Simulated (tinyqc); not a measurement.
## Voltage acceleration of oxide breakdown, four models on the same data: lifetime against voltage in four models

Field E = V/tox in MV/cm. Models: ln(t63/1 s) = a - c X with X = E (E model), -1/E (1/E model), ln V (power law, c the exponent n) or sqrt(E).

a and c were fitted to stress data from 6 to 7.96 V. Project to Vu, multiply by exp[(Ea q/kB)(1/Tu - 1/Ts)] and by ks; ten years are 3.15576e8 s.

Inputs (values chosen for the exercise):
```
symbol,value,unit,meaning
tox,7.8,nm,oxide thickness
Ts,423,K,stress temperature
Tu,378,K,use temperature
Ea,0.47,eV,activation energy
ks,2.5e-5,,factor for area and percentile
```

Constants: q = 1.602176634e-19 C, kB = 1.380649e-23 J/K. Results are converted to the units shown.

| model | c | a |
|---|---|---|
| E | 4.33497 | 46.5361 |
| 1/E | 338.002 | -30.5467 |
| power | 38.4602 | 82.2133 |
| sqrt E | 25.8554 | 84.9584 |

Lifetime against voltage in four models:

| Vu (V) | log10 years, E | log10 years, 1/E | log10 years, power | log10 years, sqrt E |
|---|---|---|---|---|
| 2.8 | 2.018 | 16.19 | 7.072 | 4.188 |
| 3.42 | 0.5211 | 8.778 | 3.731 | 1.950 |
| 4.04 | -0.9753 | 3.640 | 0.9487 | -0.09274 |
| 4.66 | -2.472 | -0.1304 | -1.436 | -1.984 |
| 5.27 | -3.944 | -2.974 | -3.491 | -3.725 |
| 5.89 | -5.441 | -5.261 | -5.349 | -5.394 |
| 6.51 | -6.937 | -7.113 | -7.020 | -6.977 |
| 7.13 | -8.434 | -8.642 | -8.540 | -8.487 |

Read the table: what changes, and by how much?

The four agree within 0.21 decades in the last row, inside the stress range, and part by 14.2 decades in the first. The local exponent -d ln t/d ln V is c E for the E model, which shrinks as V falls, constant for the power law, and c/E for the 1/E model, which grows as V falls.

Range of the model: All four laws are empirical fits; none is established far below the stress range.

tinyqc, about 0.01 s, one thread, Intel Xeon 2.30GHz (shared host): `OMP_NUM_THREADS=1 python tinyqc.py 2070095 2070096 out.jsonl`
